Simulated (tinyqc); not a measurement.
# Pinning of the barrier by interface states

Cowley-Sze model with the space charge neglected: phiB = S (phiM - chi) + (1 - S)(Eg - phi0), S = 1/(1 + q Dit dl/(eps0 ei)), dl in cm.

Values chosen for this exercise; band and dielectric values close to those of silicon:
- Eg = 1.1 eV (band gap)
- chi = 4.11 eV (electron affinity)
- dl = 0.6 nm (thickness of the interfacial layer)
- ei = 2 (relative permittivity of the interfacial layer)
- phi0 = 0.46 eV (neutral level above the valence band)
- phiM = 5.02 eV (metal work function)

Constants: q = 1.602176634e-19 C, eps0 = 8.8541878128e-14 F/cm where lengths are in cm. Results are converted to the units shown.

Pinning of the barrier by interface states:
```
Dit (cm^-2 eV^-1)	S	phiB (eV)	change of phiB for 0.5 eV more work function (eV)
1e11	0.9946	0.9085	0.4973
3e11	0.9840	0.9057	0.4920
1e12	0.9485	0.8961	0.4743
3e12	0.8600	0.8722	0.4300
1e13	0.6481	0.8150	0.3241
3e13	0.3804	0.7427	0.1902
1e14	0.1556	0.6820	0.07778
3e14	0.05785	0.6556	0.02893
1e15	0.01809	0.6449	0.009044
```

What does the table show?

S falls from 0.995 to 0.0181, passing 1/2 at Dit = eps0 ei/(q dl) = 1.84e13 cm^-2 eV^-1. The barrier falls from 0.909 to 0.645 eV, from near the Schottky-Mott value phiM - chi = 0.910 eV towards the pinned value Eg - phi0 = 0.640 eV.

Program tinyqc, `OMP_NUM_THREADS=1 python tinyqc.py 2020138 2020139 out.jsonl`; Intel Xeon 2.30GHz, shared host, one thread, about 0.05 s.
